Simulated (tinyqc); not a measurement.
Carrier lifetime from Shockley-Read-Hall, radiative, Auger and surface recombination. Inputs raised by 5 %, one at a time. Computed by tinyqc, a small Python program. Command: `OMP_NUM_THREADS=1 python tinyqc.py 3031275 3031276 out.jsonl lifetime sens`. One thread of a shared host (Intel(R) Xeon(R) Processor @ 2.30GHz), about 0.02 s of CPU time with the checks.

Energies are counted from the top of the valence band. Boltzmann statistics, full ionisation, and equal excess densities of electrons and holes.

Inputs (values chosen for the exercise, for a model semiconductor):
```
quantity,value,unit
gap E_g,1.3,eV
electron mass m_e,0.0738,m_0
valleys M_c,1,-
hole mass m_h,0.494,m_0
temperature T,300,K
doping N,2.7e+17,cm^-3
trap level E_t,0.789,eV
trap density N_t,3.3e+13,cm^-3
electron cross-section sigma_n,4.5e-17,cm^2
hole cross-section sigma_p,3.5e-16,cm^2
radiative coefficient B,3e-10,cm^3/s
Auger coefficient C_n,1.8e-30,cm^6/s
Auger coefficient C_p,9e-32,cm^6/s
excess density dn,2.3e+15,cm^-3
diffusion coefficient D,40,cm^2/s
```

Doping: p-type. Surface term: none.

Constants: m_0 = 9.1093837015e-31 kg; k_B = 1.380649e-23 J/K; h = 6.62607015e-34 J s; k_B = 8.617333262e-05 eV/K.

Method:
- N_c = 2 M_c (2 pi m_e k_B T/h^2)^(3/2) and N_v = 2 (2 pi m_h k_B T/h^2)^(3/2), masses in units of m_0.
- n_i = sqrt(N_c N_v) exp(-E_g/2 k_B T); majority density N/2 + sqrt(N^2/4 + n_i^2), minority density n_i^2 over it.
- v = sqrt(3 k_B T/m) with m_e or m_h; tau_n0 = 1/(sigma_n v_n N_t), tau_p0 = 1/(sigma_p v_p N_t); n1 = N_c exp(-(E_g - E_t)/k_B T), p1 = N_v exp(-E_t/k_B T).
- With n = n_0 + dn, p = p_0 + dn and U/dn = 1/tau: (n p - n_i^2)/dn = n_0 + p_0 + dn = s; 1/tau_SRH = s/[tau_p0 (n + n1) + tau_n0 (p + p1)]; 1/tau_rad = B s; 1/tau_Aug = (C_n n + C_p p) s; the rates add.
- Radiative efficiency = tau_eff/tau_rad; effective diffusion length = sqrt(D tau_eff).

Runs:
```
input moved,from,to,effective lifetime at dn (s),tau_SRH at dn (s),radiative efficiency at dn,effective diffusion length at dn (micrometre)
base run,-,-,1.2231e-08,1.5707e-05,0.99913,6.9945
doping N (cm^-3),2.7e+17,2.835e+17,1.1653e-08,1.5705e-05,0.99916,6.8274
trap density N_t (cm^-3),3.3e+13,3.465e+13,1.2230e-08,1.4959e-05,0.99909,6.9943
hole cross-section sigma_p (cm^2),3.5e-16,3.675e-16,1.2231e-08,1.5705e-05,0.99913,6.9945
radiative coefficient B (cm^3/s),3e-10,3.15e-10,1.1649e-08,1.5707e-05,0.99917,6.8261
Auger coefficient C_n (cm^6/s),1.8e-30,1.89e-30,1.2231e-08,1.5707e-05,0.99913,6.9945
Auger coefficient C_p (cm^6/s),9e-32,9.45e-32,1.2231e-08,1.5707e-05,0.99912,6.9945
temperature T (K),300,315,1.2230e-08,1.5329e-05,0.99911,6.9944
```

Exponents ln(y'/y) / ln(x'/x):
```
input,effective lifetime at dn,tau_SRH at dn,radiative efficiency at dn,effective diffusion length at dn
doping N,-0.991,-0.003,0.001,-0.496
trap density N_t,-0.001,-1.000,-0.001,0.000
hole cross-section sigma_p,0.000,-0.003,0.000,0.000
radiative coefficient B,-0.999,0.000,0.001,-0.500
Auger coefficient C_n,0.000,0.000,0.000,0.000
Auger coefficient C_p,0.000,0.000,0.000,0.000
temperature T,0.000,-0.500,0.000,0.000
```

Which inputs matter most for each result?

Among the inputs moved here: effective lifetime at dn answers most in size to radiative coefficient B (exponent -0.999), and about equally to doping N (-0.991); its exponent is below 0.0005 for hole cross-section sigma_p, Auger coefficient C_n, Auger coefficient C_p, temperature T. Its exponent -0.991 in doping N: the exponent of radiative recombination at low injection, tau = 1/(B N), and of SRH recombination limited by re-emission. Its exponent -0.001 in trap density N_t: other channels rule. tau_SRH at dn answers most in size to trap density N_t (exponent -1.000), next to temperature T (-0.500); its exponent is below 0.0005 for radiative coefficient B, Auger coefficient C_n, Auger coefficient C_p. Its exponent -1.000 in trap density N_t: both capture times go as 1/N_t. Radiative efficiency at dn hardly depends on these (all exponents below 0.005). Effective diffusion length at dn answers most in size to radiative coefficient B (exponent -0.500), and about equally to doping N (-0.496); its exponent is below 0.0005 for trap density N_t, hole cross-section sigma_p, Auger coefficient C_n, Auger coefficient C_p, temperature T.

Extremes, crossings and ranges named in words are read from the listed rows.
